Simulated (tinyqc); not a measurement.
Six-band Luttinger-Kohn model with strain, step by step. Values are carried at full precision from step to step, so a last printed digit may differ when a step is redone from the rounded ones.

Constants: hbar^2/2m0 = 3.80998211 eV angstrom^2.

Inputs chosen for the exercise (near those of GaAs; shifted at random, so the results belong to these values and not to a real crystal): C11 = 124.1 GPa; C12 = 55.2 GPa; C44 = 60.5 GPa; load = uniaxial [110] (kind of stress); X = -0.81 GPa (stress); Dso = 0.338 eV (spin-orbit splitting); g1 = 7.02 (Luttinger gamma1); g2 = 2.06 (gamma2); g3 = 2.97 (gamma3); av = 1.13 eV (valence hydrostatic potential); b = -2.08 eV (tetragonal shear potential); d = -4.88 eV (trigonal shear potential); k = (-0.054, 0.036, 0.042) 1/angstrom (wave vector); kmax = 0.05 1/angstrom (end of the path).

## Strain from a uniaxial [110] stress

s11 = (C11 + C12)/((C11 - C12)(C11 + 2 C12)), s12 = -C12/((C11 - C12)(C11 + 2 C12)), s44 = 1/C44; exx = s11 sxx + s12 (syy + szz) and cyclic, exy = s44 sxy/2; tension is positive. A uniaxial stress X along the unit vector n is s_ij = X n_i n_j.

s11, s12, s44 (1/TPa): [11.0973, -3.4165, 16.5289]

strain tensor, rows x, y, z and columns alike:
```
[[-0.003111, -0.003347, 0.000000],
 [-0.003347, -0.003111, 0.000000],
 [0.000000, 0.000000, 0.002767]]
```

The volume changes by -0.345 %; there is shear in the cubic axes, so d enters.

## The terms P, Q, R, S at one k

P = c g1 k^2 - av tr(e); Q = c g2 (kx^2 + ky^2 - 2 kz^2) - (b/2)(exx + eyy - 2 ezz); R = c sqrt3 [-g2 (kx^2 - ky^2) + 2i g3 kx ky] + (sqrt3/2) b (exx - eyy) - i d exy; S = 2 c sqrt3 g3 (kx - i ky) kz - d (exz - i eyz); c = hbar^2/2m0, e the strain tensor (not engineering shear).

Form the four terms.

Terms (eV):
```
term             from k  from strain
P               0.15983      0.00390
Q               0.00537     -0.01223
R     -0.02202-0.07620i    -0.01633i
S     -0.08890-0.05927i      0.00000
```

## The Hamiltonian

Six-band Luttinger-Kohn model in the basis |3/2,3/2>, |3/2,1/2>, |3/2,-1/2>, |3/2,-3/2>, |1/2,1/2>, |1/2,-1/2>, electron energies, zero at the top of the unstrained valence band. H = -[rows: (P+Q, -S, R, 0, -S/r2, r2 R); (-S*, P-Q, 0, R, -r2 Q, r32 S); (R*, 0, P-Q, S, r32 S*, r2 Q); (0, R*, S*, P+Q, -r2 R*, -S*/r2); (-S*/r2, -r2 Q, r32 S, -r2 R, P+Dso, 0); (r2 R*, r32 S*, r2 Q, -S/r2, 0, P+Dso)], r2 = sqrt(2), r32 = sqrt(3/2). Levels are twofold.

Each term is the sum of its two parts.

H(k) (eV), rows 3/2,3/2, 3/2,1/2, 3/2,-1/2, 3/2,-3/2, 1/2,1/2, 1/2,-1/2 and columns alike:
```
[[-0.1569, -0.0889-0.0593i, 0.0220+0.0925i, 0, -0.0629-0.0419i, 0.0311+0.1309i],
 [-0.0889+0.0593i, -0.1706, 0, 0.0220+0.0925i, -0.0097, 0.1089+0.0726i],
 [0.0220-0.0925i, 0, -0.1706, 0.0889+0.0593i, 0.1089-0.0726i, 0.0097],
 [0, 0.0220-0.0925i, 0.0889-0.0593i, -0.1569, -0.0311+0.1309i, -0.0629+0.0419i],
 [-0.0629+0.0419i, -0.0097, 0.1089+0.0726i, -0.0311-0.1309i, -0.5017, 0],
 [0.0311-0.1309i, 0.1089-0.0726i, 0.0097, -0.0629-0.0419i, 0, -0.5017]]
```

## Levels and their make-up

Diagonalise H. The weights add +m and -m and are averaged over each pair; m is taken along z.

levels from the top, each twofold (eV): [-0.0161, -0.1856, -0.6275]

weights, rows |3/2,+-3/2>, |3/2,+-1/2>, |1/2,+-1/2>; columns top, second, third:
```
[[0.558, 0.293, 0.149],
 [0.430, 0.439, 0.131],
 [0.012, 0.267, 0.720]]
```

The top pair is 56 % |3/2,+-3/2>, the second pair is 44 % |3/2,+-1/2> and the third pair is 72 % |1/2,+-1/2>.

## Band edges at k = 0
Diagonalise H at k = 0. The weights add +m and -m (m along z) and are averaged over each pair.

edges from the top (eV): [0.0187, -0.0242, -0.3442]

weights at k = 0, rows |3/2,+-3/2>, |3/2,+-1/2>, |1/2,+-1/2>; columns top, second, third:
```
[[0.787, 0.209, 0.004],
 [0.207, 0.791, 0.002],
 [0.006, 0.000, 0.994]]
```

The stress splits the top two pairs by 43.0 meV, 1.66 times kT at 300 K (25.85 meV); the third lies 363.0 meV below the top, against Dso = 338 meV without stress.

## Polarisation of the edge transitions

In the basis X, Y, Z times spin, H(k = 0) has -Dso/3 + l exx + m (eyy + ezz) on the diagonal (cyclic) and n exy off it, l = av + 2 b, m = av - b, n = sqrt(3) d. Spin-orbit term (Dso/3) L.sigma on X, Y, Z with (L_k)_ij = -i epsilon_kij: <X+|H|Y+> = -i Dso/3, <X+|H|Z-> = Dso/3, <Y+|H|Z-> = -i Dso/3, <Z+|H|X-> = -Dso/3, <Z+|H|Y-> = i Dso/3, <X-|H|Y-> = i Dso/3, and their conjugates; + and - are the spin along z. The strength of a transition to an s-like conduction level for light polarised along the unit vector u is the weight of the orbital ux X + uy Y + uz Z in the valence state, summed over spin and averaged over the pair.

strain block of X, Y, Z (eV), rows X, Y, Z and columns alike:
```
[[0.00832, 0.02829, 0],
 [0.02829, 0.00832, 0],
 [0, 0, -0.02836]]
```

Relative strengths:
```
polarisation    top  second  third
[100]         0.447   0.243  0.310
[010]         0.447   0.243  0.310
[001]         0.106   0.515  0.379
[110]         0.737   0.002  0.261
[1-10]        0.157   0.483  0.360
[111]         0.527   0.173  0.300
```

The top pair is strongest for light along [110] (0.737) and weakest along [001] (0.106); without strain every direction has 1/3 on average over the fourfold top. For each polarisation the three pairs add up to 1.

## Hole masses at the edges

Curvature at k = 0: m/m0 = -2 c h^2/(E(h u) + E(-h u) - 2 E(0)) with h = 0.0002 1/angstrom along the unit vector u.

Hole masses (m0):
```
direction    top  second  third
[110]      0.074   0.618  0.171
[1-10]     0.307   0.098  0.131
[100]      0.119   0.170  0.148
[001]      0.237   0.108  0.132
```

Of the directions listed, the top pair is lightest along [110] (0.074) and heaviest along [1-10] (0.307). These masses hold only for hole energies well below the splitting of 43 meV.

## Bands along [110] and [001]

Six points from 0 to kmax in each direction.

Levels (eV):
```
direction  |k| (1/angstrom)      top   second    third  top, no stress  second, no stress
[110]                 0.000   0.0187  -0.0242  -0.3442          0.0000             0.0000
[110]                 0.010   0.0136  -0.0249  -0.3465         -0.0006            -0.0048
[110]                 0.020  -0.0014  -0.0269  -0.3535         -0.0022            -0.0187
[110]                 0.030  -0.0226  -0.0332  -0.3661         -0.0050            -0.0409
[110]                 0.040  -0.0311  -0.0610  -0.3860         -0.0087            -0.0696
[110]                 0.050  -0.0360  -0.0985  -0.4157         -0.0133            -0.1022
[001]                 0.000   0.0187  -0.0242  -0.3442          0.0000             0.0000
[001]                 0.010   0.0172  -0.0278  -0.3471         -0.0011            -0.0042
[001]                 0.020   0.0127  -0.0385  -0.3560         -0.0044            -0.0167
[001]                 0.030   0.0060  -0.0563  -0.3716         -0.0099            -0.0370
[001]                 0.040  -0.0028  -0.0805  -0.3947         -0.0177            -0.0639
[001]                 0.050  -0.0135  -0.1097  -0.4271         -0.0276            -0.0961
```

## Checks

- Levels against the same model in the basis X, Y, Z times spin: they agree to 1e-10 or better.

(tinyqc, `OMP_NUM_THREADS=1 python tinyqc.py 1080292 1080293 out.jsonl`, Intel(R) Xeon(R) Processor @ 2.30GHz, 1 thread, shared host, about 0.2 s.)
